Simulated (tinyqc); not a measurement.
G0W0 on RHF in the sto-6g basis, for BeH2, spin multiplicity 1, step by step. One step of it, computed by the program tinyqc.

Problem. Iteration 1: building the Fock matrix. J_ij = sum D_kl (ij|kl), K_ij = sum D_kl (ik|jl); F = H + J - 0.5 K; E = tr D H + tr D J / 2 - 0.25 tr D K + E_nn.

D at the start, order 1Be 1s, 1Be 2s, 1Be 2px, 1Be 2py, 1Be 2pz, 2H 1s, 3H 1s:
```
[[2.148132, -0.507880, 0.000000, 0.000000, 0.000000, -0.029862, -0.029862],
 [-0.507880, 2.018624, 0.000000, 0.000000, 0.000000, 0.136739, 0.136739],
 [0.000000, 0.000000, 0.000000, 0.000000, 0.000000, 0.000000, 0.000000],
 [0.000000, 0.000000, 0.000000, 0.003156, 0.000000, 0.037661, -0.037661],
 [0.000000, 0.000000, 0.000000, 0.000000, 0.000000, 0.000000, 0.000000],
 [-0.029862, 0.136739, 0.000000, 0.037661, 0.000000, 0.907059, 0.008338],
 [-0.029862, 0.136739, 0.000000, -0.037661, 0.000000, 0.008338, 0.907059]]
```

core Hamiltonian H = T + V (hartree), order 1Be 1s, 1Be 2s, 1Be 2px, 1Be 2py, 1Be 2pz, 2H 1s, 3H 1s:
```
[[-8.634623, -2.033541, 0.000000, 0.000000, 0.000000, -0.374851, -0.374851],
 [-2.033541, -2.742971, 0.000000, 0.000000, 0.000000, -1.010910, -1.010910],
 [0.000000, 0.000000, -2.238792, 0.000000, 0.000000, 0.000000, 0.000000],
 [0.000000, 0.000000, 0.000000, -2.427626, 0.000000, -1.113313, 1.113313],
 [0.000000, 0.000000, 0.000000, 0.000000, -2.238792, 0.000000, 0.000000],
 [-0.374851, -1.010910, 0.000000, -1.113313, 0.000000, -2.015638, -0.063834],
 [-0.374851, -1.010910, 0.000000, 1.113313, 0.000000, -0.063834, -2.015638]]
```

Two-electron integrals (ij|kl) in chemists' order, unique and non-zero (hartree):
```
(11|11) 2.299996    (21|11) 0.361879    (21|21) 0.071926    (22|11) 0.570332
(22|21) 0.139654    (22|22) 0.417773    (31|31) 0.015252    (32|31) 0.022555
(32|32) 0.092340    (33|11) 0.570332    (33|21) 0.139654    (33|22) 0.417773
(33|33) 0.450117    (41|41) 0.015252    (42|41) 0.022555    (42|42) 0.092340
(43|43) 0.024258    (44|11) 0.570332    (44|21) 0.139654    (44|22) 0.417773
(44|33) 0.401601    (44|44) 0.450117    (51|51) 0.015252    (52|51) 0.022555
(52|52) 0.092340    (53|53) 0.024258    (54|54) 0.024258    (55|11) 0.570332
(55|21) 0.139654    (55|22) 0.417773    (55|33) 0.401601    (55|44) 0.401601
(55|55) 0.450117    (61|11) 0.067631    (61|21) 0.013066    (61|22) 0.025315
(61|33) 0.025105    (61|41) 0.001295    (61|42) 0.002529    (61|44) 0.025733
(61|55) 0.025105    (61|61) 0.002511    (62|11) 0.174267    (62|21) 0.043419
(62|22) 0.142818    (62|33) 0.137299    (62|41) 0.006032    (62|42) 0.036483
(62|44) 0.153855    (62|55) 0.137299    (62|61) 0.008751    (62|62) 0.074810
(63|31) 0.004027    (63|32) 0.018712    (63|43) 0.006202    (63|63) 0.006549
(64|11) 0.191538    (64|21) 0.048295    (64|22) 0.165833    (64|33) 0.156104
(64|41) 0.009707    (64|42) 0.056739    (64|44) 0.185292    (64|55) 0.156104
(64|61) 0.010183    (64|62) 0.098564    (64|64) 0.133587    (65|51) 0.004027
(65|52) 0.018712    (65|54) 0.006202    (65|65) 0.006549    (66|11) 0.342875
(66|21) 0.087107    (66|22) 0.320628    (66|33) 0.297747    (66|41) 0.013738
(66|42) 0.108296    (66|44) 0.366390    (66|55) 0.297747    (66|61) 0.018095
(66|62) 0.216648    (66|64) 0.302217    (66|66) 0.774999    (71|11) 0.067631
(71|21) 0.013066    (71|22) 0.025315    (71|33) 0.025105    (71|41) -0.001295
(71|42) -0.002529   (71|44) 0.025733    (71|55) 0.025105    (71|61) 0.002272
(71|62) 0.007231    (71|64) 0.007756    (71|66) 0.014357    (71|71) 0.002511
(72|11) 0.174267    (72|21) 0.043419    (72|22) 0.142818    (72|33) 0.137299
(72|41) -0.006032   (72|42) -0.036483   (72|44) 0.153855    (72|55) 0.137299
(72|61) 0.007231    (72|62) 0.037643    (72|64) 0.040133    (72|66) 0.079920
(72|71) 0.008751    (72|72) 0.074810    (73|31) 0.004027    (73|32) 0.018712
(73|43) -0.006202   (73|63) 0.002544    (73|73) 0.006549    (74|11) -0.191538
(74|21) -0.048295   (74|22) -0.165833   (74|33) -0.156104   (74|41) 0.009707
(74|42) 0.056739    (74|44) -0.185292   (74|55) -0.156104   (74|61) -0.007756
(74|62) -0.040133   (74|64) -0.041451   (74|66) -0.084449   (74|71) -0.010183
(74|72) -0.098564   (74|74) 0.133587    (75|51) 0.004027    (75|52) 0.018712
(75|54) -0.006202   (75|65) 0.002544    (75|75) 0.006549    (76|11) 0.010675
(76|21) 0.002591    (76|22) 0.007808    (76|33) 0.007653    (76|44) 0.008119
(76|55) 0.007653    (76|61) 0.000473    (76|62) 0.002833    (76|64) 0.003383
(76|66) 0.006813    (76|71) 0.000473    (76|72) 0.002833    (76|74) -0.003383
(76|76) 0.000150    (77|11) 0.342875    (77|21) 0.087107    (77|22) 0.320628
(77|33) 0.297747    (77|41) -0.013738   (77|42) -0.108296   (77|44) 0.366390
(77|55) 0.297747    (77|61) 0.014357    (77|62) 0.079920    (77|64) 0.084449
(77|66) 0.172136    (77|71) 0.018095    (77|72) 0.216648    (77|74) -0.302217
(77|76) 0.006813    (77|77) 0.774999
```

nuclear repulsion = 2.92648425 hartree

Give: Coulomb J; exchange K; Fock matrix F; total energy of this density.

Solution.

Coulomb J (hartree), order 1Be 1s, 1Be 2s, 1Be 2px, 1Be 2py, 1Be 2pz, 2H 1s, 3H 1s:
```
[[6.4645, 1.1742, 0.0000, 0.0000, 0.0000, 0.2181, 0.2181],
 [1.1742, 2.6098, 0.0000, 0.0000, 0.0000, 0.9283, 0.9283],
 [0.0000, 0.0000, 2.5638, 0.0000, 0.0000, 0.0000, 0.0000],
 [0.0000, 0.0000, 0.0000, 2.7018, 0.0000, 1.0986, -1.0986],
 [0.0000, 0.0000, 0.0000, 0.0000, 2.5638, 0.0000, 0.0000],
 [0.2181, 0.9283, 0.0000, 1.0986, 0.0000, 2.2640, 0.0505],
 [0.2181, 0.9283, 0.0000, -1.0986, 0.0000, 0.0505, 2.2640]]
```

exchange K (hartree), order 1Be 1s, 1Be 2s, 1Be 2px, 1Be 2py, 1Be 2pz, 2H 1s, 3H 1s:
```
[[4.7222, 0.7574, 0.0000, 0.0000, 0.0000, 0.1591, 0.1591],
 [0.7574, 1.0710, 0.0000, 0.0000, 0.0000, 0.5448, 0.5448],
 [0.0000, 0.0000, 0.2189, 0.0000, 0.0000, 0.0000, 0.0000],
 [0.0000, 0.0000, 0.0000, 0.4971, 0.0000, 0.3855, -0.3855],
 [0.0000, 0.0000, 0.0000, 0.0000, 0.2189, 0.0000, 0.0000],
 [0.1591, 0.5448, 0.0000, 0.3855, 0.0000, 0.9326, 0.1028],
 [0.1591, 0.5448, 0.0000, -0.3855, 0.0000, 0.1028, 0.9326]]
```

Fock matrix F (hartree), order 1Be 1s, 1Be 2s, 1Be 2px, 1Be 2py, 1Be 2pz, 2H 1s, 3H 1s:
```
[[-4.5312, -1.2381, 0.0000, 0.0000, 0.0000, -0.2364, -0.2364],
 [-1.2381, -0.6687, 0.0000, 0.0000, 0.0000, -0.3550, -0.3550],
 [0.0000, 0.0000, 0.2155, 0.0000, 0.0000, 0.0000, 0.0000],
 [0.0000, 0.0000, 0.0000, 0.0257, 0.0000, -0.2075, 0.2075],
 [0.0000, 0.0000, 0.0000, 0.0000, 0.2155, 0.0000, 0.0000],
 [-0.2364, -0.3550, 0.0000, -0.2075, 0.0000, -0.2180, -0.0648],
 [-0.2364, -0.3550, 0.0000, 0.2075, 0.0000, -0.0648, -0.2180]]
```

total energy of this density = -15.463782 hartree

This density is the starting one; it is not idempotent, so its energy is not variational and may lie below the converged one.
